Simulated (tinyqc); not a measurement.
From results back to parameters: ellipsoidal valleys in the axes of a wafer and a channel.

Problem. A valley whose axis makes az^2 = 0.666667 with the surface normal has 1/mz = az^2/ml + (1 - az^2)/mt and mz md^2 = ml mt^2. Its confinement and density-of-states masses are given, and ml > mt.

mz, md (m0): 0.2063468  0.2275419

Find: ml mt^2; mt; ml.

Solution. Put ml = (mz md^2)/mt^2 into the first relation and solve for mt below (mz md^2)^(1/3), the value at which ml = mt; a scan of that range finds one root.

ml mt^2 = 0.010684
mt = 0.074 m0
ml = 1.951 m0

Computed by tinyqc, a small Python program: `OMP_NUM_THREADS=1 python tinyqc.py 1881030 1881031 out.jsonl` (the numbers bound the seed that draws the inputs); one thread of a shared host (Intel(R) Xeon(R) Processor @ 2.30GHz), about 0.01 s for the whole set of steps.
